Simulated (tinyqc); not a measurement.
# MESFET, gradual channel with velocity saturation: what changes with what

A uniformly doped n-type channel, depleted from the top by a Schottky gate; at channel potential V the depleted share of a is u = sqrt((Vbi - Vg + V)/Vp), s at the source. Electrons drift with v = mu E/(1 + mu E/vsat). Abrupt depletion edge, no series resistance, source at 0.

Inputs (values chosen for the exercise); material values close to those of silicon: temperature T = 293 K; relative permittivity of the semiconductor eps_r = 11.5; conduction-band density of states at T Nc = 2.71e19 cm^-3; donor density of the channel Nd = 4e16 cm^-3; channel thickness a = 240 nm; low-field mobility at this doping mu = 690 cm^2/(V s); saturation velocity vsat = 1.5e7 cm/s; gate length L = 1 um; gate width W = 50 um; Schottky barrier phiB = 0.81 V; gate voltage Vg = 0 V.

Constants: q = 1.602176634e-19 C, kB = 1.380649e-23 J/K, Vt = kB T/q, eps0 = 8.8541878128e-14 F/cm where lengths are in cm. Results are converted to the units shown.

Each table varies one quantity; the others keep the values above.

## Output curve

Vbi = phiB - Vt ln(Nc/Nd); Vp = q Nd a^2/(2 eps0 eps_r); G0 = q mu Nd a W/L; Z = mu Vp/(vsat L); s = sqrt((Vbi - Vg)/Vp). I = (G0 Vp/3) F/(1 + Z (u^2 - s^2)), F = 3 (u^2 - s^2) - 2 (u^3 - s^3), with u at V = Vd; Z = 0 gives constant mobility, for which u stops at 1. The current peaks at u = um, the root of (1 - u)(1 + Z (u^2 - s^2)) = Z F/3; beyond Vdsat = Vp (um^2 - s^2) it is held at that value.

Output curve:
```
Vd (V)  u (at most 1)  I for Z = 0 (mA)  I (mA)
0.2            0.6829            0.3812  0.3491
0.34           0.7373            0.5963  0.5157
0.48           0.7880            0.7724  0.6327
0.61           0.8322            0.9033  0.7054
0.75           0.8774             1.011  0.7517
0.89           0.9204             1.086  0.7706
1.03           0.9614             1.130  0.7716
1.16           0.9980             1.144  0.7716
1.3             1.000             1.144  0.7716
```

With constant mobility the current rises from 0.381 to 1.14 mA and saturates at pinch-off, Vd = 1.17 V; with Z = 0.834 it saturates at 0.933 V and 0.772 mA. The two differ by 8.4 % in the first row and 33 % in the last.

## Effect of the channel thickness on saturation

Same model as above.

gm = G0 (um - s)/(1 + Z (um^2 - s^2)).

Results:
```
a (nm)       Z      um  Vdsat (V)  Isat (mA)  Isat for Z = 0 (mA)  gm (mS)
150     0.3257  0.9994    0.06176   0.004537             0.004667   0.1439
220     0.7006  0.9522     0.7356     0.5052               0.6926    1.095
270      1.055  0.9037      1.228      1.250                2.075    1.424
330      1.576  0.8466      1.811      2.433                4.988    1.642
400      2.316  0.7867      2.471      4.100                10.50    1.774
480      3.335  0.7281      3.198      6.274                20.16    1.846
```

Estimate the missing row, a = 180 nm.

Computed row:
```
a (nm)       Z      um  Vdsat (V)  Isat (mA)  Isat for Z = 0 (mA)  gm (mS)
180     0.4690  0.9855     0.3448     0.1256               0.1464   0.6522
```

With this row back in the table: As a goes from 150 to 480 nm, Vdsat rises from 0.0618 to 3.20 V, Isat rises from 0.00454 to 6.27 mA and gm rises from 0.144 to 1.85 mS. Isat is 0.972 of the constant-mobility value in the first row and 0.311 in the last. For a = 150 to 180 nm the open channel at the source, (1 - s) a, is under two Debye lengths, so the abrupt edge is rough.

## Effect of the donor density of the channel on saturation

Same model as above.

Results:
```
Nd (cm^-3)        Z       um  Vdsat (V)  Isat (mA)  Isat for Z = 0 (mA)  gm (mS)
2e16        0.41691  0.99074    0.26171   0.053397             0.060031  0.37508
2.7e16      0.56283  0.97152    0.51935    0.22177              0.27824  0.72519
3.6e16      0.75044  0.94469    0.81318    0.57419              0.81192   1.1018
4.9e16       1.0214  0.90855     1.1824     1.2923               2.1085   1.5464
6.6e16       1.3758  0.86810     1.5959     2.5105               4.7690   2.0148
1.2e17       2.5015  0.77692     2.6092     7.7201               20.654   3.0756
```

Estimate the missing row, Nd = 8.9e16 cm^-3.

Computed row:
```
Nd (cm^-3)       Z       um  Vdsat (V)  Isat (mA)  Isat for Z = 0 (mA)  gm (mS)
8.9e16      1.8553  0.82368     2.0707     4.5255               10.143   2.5242
```

With this row back in the table: As Nd goes from 2e16 to 1.2e17 cm^-3, Vdsat rises from 0.262 to 2.61 V, Isat rises from 0.0534 to 7.72 mA and gm rises from 0.375 to 3.08 mS. Isat is 0.890 of the constant-mobility value in the first row and 0.374 in the last. At Nd = 2e16 cm^-3 the open channel at the source, (1 - s) a, is under two Debye lengths, so the abrupt edge is rough.

Program tinyqc, `OMP_NUM_THREADS=1 python tinyqc.py 2500048 2500049 out.jsonl`; Intel Xeon 2.30GHz, shared host, one thread, about 0.04 s.
